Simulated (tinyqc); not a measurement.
Image-sensor pixel with a pinned photodiode, signal and noise: two steps of the calculation.

A buried n layer between a heavily doped p+ surface layer and a p layer is emptied into a floating diffusion, read through a source follower with correlated double sampling (reset noise cancelled). One-dimensional abrupt junctions; no blooming, lag or crosstalk.

Inputs (values chosen for the exercise); material values close to those of silicon:
- T = 293 K (temperature)
- eps_r = 11.7 (relative permittivity of the semiconductor)
- A = 0.46 um^2 (photodiode area)
- Nn = 5.4e16 cm^-3 (doping of the buried n layer)
- a = 350 nm (thickness of that layer)
- Np = 7.9e15 cm^-3 (doping of the p layer below)
- Vb = 0.8 V (built-in voltage)
- Cf = 0.64 fF (floating-diffusion capacitance)
- dV = 0.6 V (usable swing of the floating diffusion)
- As = 0.86 (source-follower gain)
- vn = 180 uV (read noise at the output)

Constants: q = 1.602176634e-19 C, kB = 1.380649e-23 J/K, eps0 = 8.8541878128e-14 F/cm where lengths are in cm. Results are converted to the units shown.

Problem 1. Pinning voltage and diode capacity. With k = 1 + Nn/Np, the two depletion regions meet at depth x = a sqrt(k)/(1 + sqrt(k)) from the p+ side; pinning voltage Vp = q Nn x^2/(2 eps0 eps_r) - Vb. Electrons in the diode at zero bias: Nn A [a - x0 (1 + 1/sqrt(k))], x0 = sqrt(2 eps0 eps_r Vb/(q Nn)).

Wanted: k; x; Vp; diode capacity.

Solution 1.

k = 7.835
x = 257.9 nm
Vp = 1.977 V
diode capacity = 4028 electrons

Problem 2. Full well, conversion gain and read noise. Floating-diffusion limit Cf dV/q; full well FW is the smaller of the two; conversion gain CG = q As/Cf; read noise in electrons vn/CG. Reset noise sqrt(kB T Cf)/q is listed for comparison.

diode capacity = 4027.5610 electrons

Wanted: floating-diffusion limit; FW; CG; read noise; reset noise.

Solution 2.

floating-diffusion limit = 2396.7 electrons
FW = 2396.7 electrons
CG = 215.29 uV/electron
read noise = 0.83607 electrons
reset noise = 10.043 electrons

The floating diffusion limits the full well.

Numbers from tinyqc (`OMP_NUM_THREADS=1 python tinyqc.py 2630057 2630058 out.jsonl`; about 0.01 s on one thread of a shared Intel Xeon 2.30GHz).
